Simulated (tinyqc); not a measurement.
# Ellipsometry and reflectance of a transparent film on an absorbing substrate: what changes with what

Air (index 1), film, substrate with N2 = n2 - i k2; time factor exp(+i w t). q_j = sqrt(N_j^2 - sin^2 th), root with positive real part. Fresnel coefficients r_s = (q_a - q_b)/(q_a + q_b), r_p = (N_b^2 q_a - N_a^2 q_b)/(N_b^2 q_a + N_a^2 q_b). tan(Psi) exp(i Delta) = R_p/R_s, Delta taken from 0 to 360 degrees.

Values chosen for this exercise; indices close to those of silicon dioxide on silicon: wavelength lam = 632.8 nm; angle of incidence th = 70 degrees; index of the transparent film n1 = 1.454; film thickness d = 130 nm; index of the substrate n2 = 3.882; extinction coefficient of the substrate k2 = 0.019.

Each table varies one quantity; the others keep the values above.

## Psi and Delta against the film thickness

beta = 2 pi d q1/lam, X = exp(-2 i beta), R = (r01 + r12 X)/(1 + r01 r12 X) for p and s. The last column is the derivative of Delta.

Psi and Delta against the film thickness:
```
d (nm)  Psi (degrees)  Delta (degrees)  |R_p|^2  |R_s|^2  dDelta/dd (degrees/nm)
0               10.57            179.2  0.02420   0.6947                  -2.856
32              17.19            113.0  0.06383   0.6669                  -1.215
64              27.18            87.72   0.1499   0.5683                 -0.4781
97              39.35            79.92   0.2314   0.3440                0.008775
129             67.34            90.08   0.2730  0.04758                  0.8109
161             60.48            273.2   0.2691  0.08630                  0.5567
193             36.96            279.7   0.2203   0.3890                -0.07150
226             25.53            269.4   0.1347   0.5906                 -0.5626
258             15.57            239.9  0.05247   0.6754                  -1.442
290             10.80            165.6  0.02527   0.6941                  -2.747
```

Psi goes from 10.6 through a maximum of 67.3 (at d = 129 nm among the rows listed) to 10.8 degrees. The period is 285.2 nm, after which Psi and Delta return to the values of the bare substrate, so one angle and wavelength fix d only up to a multiple of it. The size of the slope of Delta runs from 0.00877 to 2.86 degrees/nm among the rows; Delta is counted modulo 360 degrees, and sharper features can lie between the rows.

## Effect of the index of the transparent film

Same model as above.

dDelta/dd is the derivative of Delta; period lam/(2 q1).

Results:
```
n1    Psi (degrees)  Delta (degrees)   |R_p|^2   |R_s|^2  dDelta/dd (degrees/nm)  period (nm)
1.25         38.091           100.91   0.23395   0.38077                 0.34701       383.84
1.45         67.872           91.622   0.27379  0.045270                 0.92851       286.52
1.65         57.328           308.69   0.23220  0.095498                 -1.6019       233.29
2.05         21.462           281.97  0.086061   0.55678                 -1.4200       173.66
2.25         14.272           251.26  0.041953   0.64839                 -2.2826       154.77
2.45         11.006           209.83  0.025993   0.68720                 -3.0115       139.84
2.65         10.586           172.58  0.024245   0.69419                 -2.8842       127.69
```

Estimate the missing row, n1 = 1.85.

Computed row:
```
n1    Psi (degrees)  Delta (degrees)  |R_p|^2  |R_s|^2  dDelta/dd (degrees/nm)  period (nm)
1.85         32.995           299.83  0.15730  0.37311                -0.93394       198.55
```

With this row back in the table: Psi goes from 38.1 through a maximum of 67.9 (at n1 = 1.45 among the rows listed) to 10.6 degrees and |R_p|^2 goes from 0.234 through a maximum of 0.274 (at n1 = 1.45 among the rows listed) to 0.0242. The slope of Delta is largest in size, 3.01 degrees/nm, at n1 = 2.45 among the rows.

Program tinyqc, `OMP_NUM_THREADS=1 python tinyqc.py 2870204 2870205 out.jsonl`; Intel Xeon 2.30GHz, shared host, one thread, about 0.01 s.
